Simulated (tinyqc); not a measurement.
Three-phonon processes in a diatomic chain: dispersion, energy and momentum conservation, and decay channels of optical phonons: one step, computed by the program tinyqc. Command: `OMP_NUM_THREADS=1 python tinyqc.py 3120672 3120673 out.jsonl threeph walk`. One thread of a shared host (Intel(R) Xeon(R) Processor @ 2.30GHz), about 0.04 s of CPU time with the checks.

Cell length a, two atoms, one spring constant. x = q a/pi runs from -1 to 1; A and O are the acoustic and optical branches. Matrix elements are not computed: only conservation laws and occupation factors are followed.

Problem. Dispersion. omega^2 = k (1/m + 1/M) -/+ k sqrt((1/m + 1/M)^2 - 4 sin^2(pi x/2)/(m M)); nu = 15.6333042 THz x sqrt(omega^2) for eV/(angstrom^2 u).

Inputs (values chosen for the exercise, for a model chain): light mass m = 31 u; heavy mass M = 177 u; spring constant k = 13 eV/angstrom^2.

Constants: nu for 1 eV/(angstrom^2 u) = 15.6333042 THz.

Give: the table «Branches» with the columns nu_A (THz), nu_O (THz), for x = 0.10, 0.20, 0.35, 0.50, 0.65, 0.80, 0.90, 1.00.

Solution.

Branches:
```
x,nu_A (THz),nu_O (THz)
0.10,0.866,15.50
0.20,1.719,15.42
0.35,2.941,15.24
0.50,4.048,14.98
0.65,4.975,14.70
0.80,5.643,14.46
0.90,5.903,14.35
1.00,5.992,14.32
```
